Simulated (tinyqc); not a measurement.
RHF in the 3-21g basis, for He, spin multiplicity 1, step by step. One step of it, computed by the program tinyqc.

Problem. Iteration 4: DIIS coefficients. Solve [B -1; -1 0][c; lambda] = [0; -1] for the coefficients, which sum to one.

B (overlaps of the stored error matrices):
```
[[2.5738434e-04, 1.6907346e-05],
 [1.6907346e-05, 1.1106284e-06]]
```

Give: DIIS coefficients.

Solution.

DIIS coefficients: [-0.070, 1.070]
